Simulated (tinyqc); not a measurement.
Via and link resistance from two via chains.

Problem. A chain of 1000 vias joined by 1000 metal links has R = 1000 (Rv + Rlink), with Rlink proportional to the link length. Find Rv, Rlink for length L, and the value of Rv that the short chain would give if the links were ignored.

resistance of chains of 1000 links with link lengths L and 3 L (ohm): [5900, 9300]

Solution. R per link is a straight line in the link length; its intercept at zero length is Rv.

Rv = 4.200 ohm
Rlink = 1.700 ohm
Rv without correction = 5.900 ohm

Computed by the program tinyqc: `OMP_NUM_THREADS=1 python tinyqc.py 2750096 2750097 out.jsonl`, one thread of a shared Intel Xeon 2.30GHz, about 0.01 s for the whole run.
